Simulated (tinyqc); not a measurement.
Compensation sets the slope of the freeze-out: donors with valley-orbit split 1s states.

Each donor binds at most one electron, in any of its states. For a site s, W_s = sum over its states of g exp(E/kT), and the ionised share is 1/(1 + W_s exp(eta)), eta = (EF - Ec)/kT; n = Nc F_1/2(eta); neutrality n + NA = ND x (mean ionised share); holes are neglected. Nc from N = 2 (m kB T/(4 pi c))^(3/2) with c = hbar^2/2m0, in 1/angstrom^3; times 1e24 for 1/cm^3, m = md. F_j(eta) = (1/Gamma(j + 1)) integral_0^infinity x^j dx/(1 + exp(x - eta)), which tends to exp(eta) for eta << 0.

Constants: hbar^2/2m0 = 3.80998211 eV angstrom^2; kB = 8.617333262e-05 eV/K.

Inputs chosen for the exercise (near those of Sb in Si; the results hold for these values, not for the real material):
- md = 1.071 m0 (density-of-states mass of the conduction band)
- E = (41.2, 31.4, 29) meV (binding energies of 1s(A1), 1s(T2), 1s(E))
- g = (2, 6, 4) (their degeneracies with spin)
- ND = 1.5e+18 1/cm^3 (donors)

NA = K ND. The slope energy is -d ln(n T^(-p))/d(1/kT) between 30 and 36 K, with p = 3/4 for K = 0 and p = 3/2 otherwise.

Results:
```
K       n(30 K) (1/cm^3)  n(36 K) (1/cm^3)  slope energy (meV)
0               2.70e+14          1.13e+15               20.04
0.0010          4.70e+13          6.03e+14               35.32
0.010           4.81e+12          8.33e+13               40.00
0.050           9.23e+11          1.61e+13               40.08
0.20            1.94e+11          3.38e+12               40.08
0.50            4.86e+10          8.46e+11               40.08
```

What can be read from this table?

Without acceptors the slope is 20.04 meV, against half the ground-state energy, 20.60; with K = 0.05 it is 40.08 meV, against the full 41.2. The full energy (less a few meV where excited levels lie within a few kT) shows where n is far below NA, since the acceptors then hold EF near the donor level: n(36 K)/NA is 0.4 for K = 0.001 and 0.00021 for K = 0.05; where it is not small, the slope falls short of the full energy.

tinyqc: `OMP_NUM_THREADS=1 python tinyqc.py 1650328 1650329 out.jsonl`; about 0.01 s, one thread, shared Intel(R) Xeon(R) Processor @ 2.30GHz.
